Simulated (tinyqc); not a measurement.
Worked calculation: plane-wave Kohn-Sham cycle with exchange-only LDA in a layered model solid. Computed by tinyqc, a small Python program that keeps every step. Settings: points = 16, plane-wave index or count = 2, electrons = 4, k points = 3, area = 18.0, mixing = 0.1, iteration cap = 72. Command: `OMP_NUM_THREADS=1 python tinyqc.py 30994 30995 out.jsonl` (the two numbers bound the seeds that draw the settings). One thread of a shared host (Intel(R) Xeon(R) Processor @ 2.60GHz), about 0.02 s of CPU time with the checks.

A solid whose potential varies along x alone (atomic units):
```
parameter                      value
period a                    6.600000
cross-section of the cell  18.000000
electrons per cell                 4
grid points                       16
plane waves -n..n, n               2
k points                           3
V1 in V1 cos(2 pi x/a)     -0.290000
```

Stop when sqrt(dV sum R^2) is below 1e-8, dV = a A/N.

Course of the cycle:
```
iteration  E (hartree)  norm of the residual
1          -0.44420274              1.17e-01
2          -0.43232416              1.01e-01
3          -0.42366990              8.69e-02
4          -0.41737497              7.49e-02
5          -0.41280208              6.45e-02
6          -0.40948349              5.56e-02
7          -0.40707703              4.80e-02
8          -0.40533302              4.14e-02
9          -0.40406963              3.58e-02
10         -0.40315467              3.10e-02
11         -0.40249218              2.69e-02
...                ...                   ...
62         -0.40075286              6.99e-05
63         -0.40075286              6.28e-05
64         -0.40075286              5.65e-05
65         -0.40075286              5.08e-05
66         -0.40075286              4.57e-05
67         -0.40075286              4.11e-05
68         -0.40075286              3.69e-05
69         -0.40075286              3.32e-05
70         -0.40075286              2.98e-05
71         -0.40075286              2.68e-05
72         -0.40075286              2.41e-05
```

Can the last value be used, and what does the course show?

Not by the stop rule, although the second column moves by less than 1e-07 over the last three steps. Not converged within 72 iterations: the residual falls steadily but slowly, by a factor of about 0.90 a step. Reruns (cap 100 unless said): mixing 0.5, Kerker q0 1.0: converged in 39 (E = -0.40075); mixing 0.3, Pulay depth 5: converged in 9 (E = -0.40075); the original settings with a cap of 400: converged in 146 (E = -0.40075).
